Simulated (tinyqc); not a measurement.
Four-band model of biased bilayer graphene near K, step by step. Values are carried at full precision from step to step, so a last printed digit may differ when a step is redone from the rounded ones.

Constants: hbar^2/2m0 = 3.80998211 eV angstrom^2.

Parameters, chosen for this exercise (near those used for Bernal bilayer graphene; not measured data):
- a = 2.46 angstrom (lattice constant)
- g0 = 3.12 eV (hopping in a layer)
- g1 = 0.404 eV (hopping of the dimer sites)
- g3 = 0 eV (skew hopping A1-B2)
- g4 = 0 eV (skew hopping A1-A2)
- U = 0.37 eV (potential difference of the layers)
- k = (-0.042, 0.03) 1/angstrom (wave vector from K)

## Velocities and mass

v_j = (sqrt3/2) a g_j; low-energy mass m/m0 = c g1/v0^2 with c = hbar^2/2m0; crossover wave vector g1/(2 v0).

v0, v3, v4 (eV angstrom): 6.6469  0.0000  0.0000

mass = 0.03484 m0
crossover = 0.03039 1/angstrom

## H at one k

Basis A1, B1, A2, B2, with B1 below A2; p = kx + i ky, v_j = (sqrt3/2) a g_j. Diagonal -U/2, -U/2, U/2, U/2; <A1|B1> = <A2|B2> = v0 p*, <B1|A2> = g1, <A1|B2> = v3 p, <A1|A2> = <B1|B2> = -v4 p*.

Fill in the matrix.

H (eV):
```
                 A1               B1               A2               B2
A1          -0.1850  -0.2792-0.1994i                0                0
B1  -0.2792+0.1994i          -0.1850           0.4040                0
A2                0           0.4040           0.1850  -0.2792-0.1994i
B2                0                0  -0.2792+0.1994i           0.1850
```

## Levels and layer polarisation

Diagonalise; the weight on layer 1 is that of A1 and B1.

levels (eV): -0.6621  -0.1692  0.1692  0.6621

weights:
```
    band 1  band 2  band 3  band 4
A1   0.273   0.418   0.281   0.028
B1   0.527   0.001   0.300   0.172
A2   0.172   0.300   0.001   0.527
B2   0.028   0.281   0.418   0.273
```

weight on layer 1: 0.800  0.419  0.581  0.200

Band 2 has 42 % of its weight on layer 1, the layer of lower potential, and band 3 has 58 %; the dimer sites hold 30 % of band 3. The filled band leans to the upper layer here: at larger k the middle bands approach two displaced cones, each still mixed over both layers by g1, and the top filled one leans to the upper layer.

## The Mexican hat (g3 = g4 = 0)

At K the levels are -/+ U/2 and -/+ sqrt(g1^2 + U^2/4). The smallest gap, U g1/sqrt(U^2 + g1^2), lies on a ring of radius kg = (U/2 v0) sqrt((2 g1^2 + U^2)/(g1^2 + U^2)), v0 = (sqrt3/2) a g0; the height of the hat is U/2 less half that gap.

gap = 0.2729 eV
kg = 0.03458 1/angstrom
height of the hat = 48.57 meV

## Checks

- Gap on the ring from the formula against the matrix: both 0.272859.

(tinyqc, `OMP_NUM_THREADS=1 python tinyqc.py 1480792 1480793 out.jsonl`, Intel(R) Xeon(R) Processor @ 2.30GHz, 1 thread, shared host, about 0.08 s.)
